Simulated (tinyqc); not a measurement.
## Energy and delay of logic against supply voltage: energy and delay against supply voltage

One expression serves below and above threshold: I(Vg) = Ik [ln(1 + exp((Vg - VT + dd V)/(al nf Vt)))]^al, with I_on = I(V) and I_off = I(0). Gate delay td = kd C V/I_on, clock period LD td. Per gate and cycle the switching energy is act C V^2 and the leakage energy I_off V LD td. No short-circuit current, no variation. Minima are sought above 0.09 V; below a few Vt gates no longer switch and the model has no meaning.

EDP = energy times td.

Inputs (values chosen for the exercise); values of the order met in logic technologies:
```
symbol,value,unit,meaning
T,250,K,temperature
VT,0.32,V,threshold voltage at zero drain bias
nf,1.36,,slope factor
dd,0.11,,barrier lowering per volt of supply
Ik,0.38,uA,specific current of a gate
al,1.51,,exponent of the current law
C,2.7,fF,load capacitance of a gate
kd,1.1,,delay factor
LD,60,,logic depth
act,0.05,,activity factor
```

Constants: q = 1.602176634e-19 C, kB = 1.380649e-23 J/K, Vt = kB T/q. Results are converted to the units shown.

Results:
```
V (V)	I_on (uA)	I_off (nA)	td (ps)	switching (aJ)	leakage (aJ)	energy (aJ)	EDP (fJ ps)
0.15	0.001970	0.01204	2.262e5	3.038	24.51	27.55	6231
0.27	0.1293	0.01889	6200	9.841	1.897	11.74	72.78
0.38	1.422	0.02854	793.6	19.49	0.5164	20.01	15.88
0.62	9.319	0.07019	197.6	51.89	0.5159	52.41	10.36
0.73	14.36	0.1060	151.0	71.94	0.7009	72.64	10.97
0.85	20.64	0.1661	122.3	97.54	1.036	98.57	12.05
0.97	27.65	0.2603	104.2	127.0	1.578	128.6	13.40
1.08	34.66	0.3926	92.54	157.5	2.354	159.8	14.79
1.2	42.89	0.6144	83.09	194.4	3.675	198.1	16.46
```

Estimate the missing row, V = 0.5 V.

Computed row:
```
V (V)	I_on (uA)	I_off (nA)	td (ps)	switching (aJ)	leakage (aJ)	energy (aJ)	EDP (fJ ps)
0.5	4.737	0.04476	313.5	33.75	0.4210	34.17	10.71
```

With this row back in the table: td falls from 2.26e5 to 83.1 ps; the energy goes from 27.6 through a minimum of 11.7 (at V = 0.27 V among the rows listed) to 198 aJ and the EDP goes from 6230 through a minimum of 10.4 (at V = 0.62 V among the rows listed) to 16.5 fJ ps. The exact minima lie at V = 0.245 V for the energy and 0.582 V for the EDP. Going from 1.2 V to the energy minimum saves a factor of 17.6 in energy and costs a factor of 150 in delay. Below the minimum the leakage energy rises faster than the switching energy falls, because the clock period grows so steeply.

Computed by the program tinyqc: `OMP_NUM_THREADS=1 python tinyqc.py 2082121 2082122 out.jsonl`, one thread of a shared Intel Xeon 2.30GHz, about 0.01 s for the whole run.
